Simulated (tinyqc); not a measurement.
Ways to converge the cycle: SCF convergence aids in the 6-31g basis, for He, spin multiplicity 1. Computed by the program tinyqc with PySCF. RHF with one setting changed at a time; a run stops when the energy changes by less than 1e-09 hartree and the error matrix is below 1e-5. The start is random orbitals. Damping d keeps d of the old density; a shift (hartree) raises the virtual levels; DIIS n extrapolates F over n matrices.

Geometry (angstrom):
```
atom       x       y       z
He    0.0000  0.0000  0.0000
```

lowest restricted solution found by these runs and by PySCF = -2.855160 hartree

Largest element of the error matrix X^T (FDS - SDF) X:
```
iteration    plain  damping 0.3  damping 0.6  shift 0.4   DIIS 3   DIIS 8
1          7.7e-01      7.7e-01      7.7e-01    7.7e-01  7.7e-01  7.7e-01
2          3.6e-01      4.9e-01      6.2e-01    9.0e-01  3.6e-01  3.6e-01
3          2.8e-02      2.2e-01      4.6e-01    2.1e-01  7.7e-02  7.7e-02
4          2.2e-03      8.7e-02      3.2e-01    4.5e-02  9.1e-03  9.1e-03
5          1.6e-04      3.3e-02      2.2e-01    9.6e-03  1.4e-04  5.0e-03
6          1.2e-05      1.2e-02      1.5e-01    2.0e-03  2.2e-06  3.4e-03
8                -      1.7e-03      6.4e-02    9.1e-05        -  2.0e-03
10               -      2.2e-04      2.7e-02    4.1e-06        -  5.2e-05
14               -      3.6e-06      4.7e-03          -        -        -
20               -      7.3e-09      3.3e-04          -        -        -
30               -            -      3.6e-06          -        -        -
```

How each run ends:
```
run          iterations  E (hartree)         state
plain                 7     -2.85516  lowest found
damping 0.3          21     -2.85516  lowest found
damping 0.6          44     -2.85516  lowest found
shift 0.4            10     -2.85516  lowest found
DIIS 3                7     -2.85516  lowest found
DIIS 8               11     -2.85516  lowest found
```

What does the comparison show, and why?

6 of 6 runs reach the lowest restricted solution found, in 7 to 44 iterations (fastest: plain, DIIS 3). Plain steps already contract here, so damping only slows them. DIIS minimises the error, not the energy, so it can stall or settle near a saddle, and its small system turns near-singular when few rotations are active.
